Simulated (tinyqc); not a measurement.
Worked calculation: RHF in the sto-6g basis, for H6, spin multiplicity 1. One step of it, computed by the program tinyqc.

Problem. Iteration 3: DIIS coefficients. Solve [B -1; -1 0][c; lambda] = [0; -1] for the coefficients, which sum to one.

B (overlaps of the stored error matrices):
```
               1              2              3
1  1.3960972e+00  4.9540989e-01  1.7551444e-01
2  4.9540989e-01  1.8323514e-01  6.6244964e-02
3  1.7551444e-01  6.6244964e-02  2.4397524e-02
```

Give: DIIS coefficients.

Solution.

DIIS coefficients: 0.0918  -0.8967  1.8049
